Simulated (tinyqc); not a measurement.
Range and order of the fit: effective mass of the heavy-hole band from tabulated energies.

c = hbar^2/2m0.
Constants: hbar^2/2m0 = 3.80998211 eV angstrom^2.

Energies along [110], from the band edge downward:

| k (1/angstrom) | E (meV) |
|---|---|
| 0.000000 | 0.00000 |
| 0.009500 | 0.50900 |
| 0.019000 | 2.02580 |
| 0.028500 | 4.51930 |
| 0.038000 | 7.93810 |
| 0.047500 | 12.21140 |
| 0.057000 | 17.25030 |
| 0.066500 | 22.95000 |
| 0.076000 | 29.19400 |

reference mass (curvature of the model at k = 0.0001 1/angstrom) = 0.674341 m0

Least-squares fits of E = a k^2 (+ b k^4 + d k^6) over points 1 to n, and the line y = c k^2/E against E; errors of m against the reference.

Results:

| n | E at point n (meV) | one term (%) | two terms (%) | three terms (%) | line (%) | rms residual, one term (meV) |
|---|---|---|---|---|---|---|
| 3 | 4.5 | 1.39 | 0.00 | 0.01 | 0.00 | 0.010 |
| 4 | 7.9 | 2.39 | 0.01 | 0.00 | -0.02 | 0.030 |
| 5 | 12.2 | 3.66 | 0.02 | 0.00 | -0.05 | 0.070 |
| 6 | 17.3 | 5.21 | 0.04 | -0.01 | -0.09 | 0.138 |
| 7 | 22.9 | 7.06 | 0.08 | -0.01 | -0.16 | 0.246 |
| 8 | 29.2 | 9.21 | 0.16 | -0.02 | -0.27 | 0.405 |

The error of the parabola goes from +1.39 to +9.21 % as the range widens, and at n = 8 its residual, 0.40 meV, is only 1.4 % of the top energy: a small residual does not vouch for the mass. Over the full range (n = 8) the best form is three terms (0.02 %); the line errs by 0.00 % at n = 3 and -0.27 % at n = 8. Without scatter, a narrower range or a second term is the cure: at n = 8 the errors are +9.21, +0.16 and -0.02 % for one, two and three terms. Three terms on three points interpolate exactly.

tinyqc: `OMP_NUM_THREADS=1 python tinyqc.py 1880839 1880840 out.jsonl`; about 0.01 s, one thread, shared Intel(R) Xeon(R) Processor @ 2.30GHz.
